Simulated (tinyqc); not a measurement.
Adsorption as a lattice gas: isotherms with interactions, competition, desorption peaks and saturation dose. Changing the aspect ratio a (depth over diameter) of a hole. Computed by tinyqc, a small Python program. Command: `OMP_NUM_THREADS=1 python tinyqc.py 3017869 3017870 out.jsonl adsorb sweep`. One thread of a shared host (Intel(R) Xeon(R) Processor @ 2.30GHz), about 0.01 s of CPU time with the checks.

One adsorbate per site; a molecule needs 1 empty site. Gas and surface have the same temperature.

Inputs (values chosen for the exercise, for a model surface):
```
quantity                             value    unit
desorption energy E                   1.34      eV
prefactor nu                       2.4e+14     1/s
site density N_s                       7.2  1/nm^2
molecular mass M                      71.7       u
sticking coefficient s0              0.057       -
temperature T                          456       K
pressure p                           0.008      Pa
blocking by a second gas, K_B p_B     0.12       -
```

Adsorption: molecular (first order).

Constants: u = 1.6605390666e-27 kg; k_B = 1.380649e-23 J/K; k_B = 8.617333262e-05 eV/K.

Method. Flux F = p/sqrt(2 pi M k_B T); k_d = nu exp(-E/(k_B T)); s0 F (1 - theta) = N_s k_d theta, so y = s0 F/(N_s k_d), theta = y/(1 + y). With a second gas on the same sites theta = y/(1 + y + K_B p_B). Without desorption or interaction, 99 % coverage needs the time (N_s/(s0 F)) ln 100. For a round hole of aspect ratio a in molecular flow with unit sticking (Gordon), the time is N_s/F x [1 + (19/4) a + (3/2) a^2]. The larger of the two times is a rough guide.

One run for each value:
```
aspect ratio a (depth over diameter) of a hole  time for the hole (s)  time on a flat surface (s)
1.0                                                        4.4779e-01                      4.9901
2.3                                                        1.2266e+00                      4.9901
5.1                                                        3.9678e+00                      4.9901
12.0                                                       1.6924e+01                      4.9901
26.0                                                       7.0319e+01                      4.9901
59.0                                                       3.3988e+02                      4.9901
130.0                                                      1.6039e+03                      4.9901
300.0                                                      8.4263e+03                      4.9901
```

Over the rows, time for the hole (s) rises from 0.448 to 8430 (exponent d ln y / d ln x 1.2 between the first rows and 2.0 between the last); time on a flat surface (s) does not change. At the high end the exponent of time for the hole is 1.98, close to 2: diffusion along the hole.

Caution (all rows): with k_d = nu exp(-E/(k_B T)) of these inputs desorption is not negligible over the time on a flat surface, so without interaction 99 % coverage is not reached.
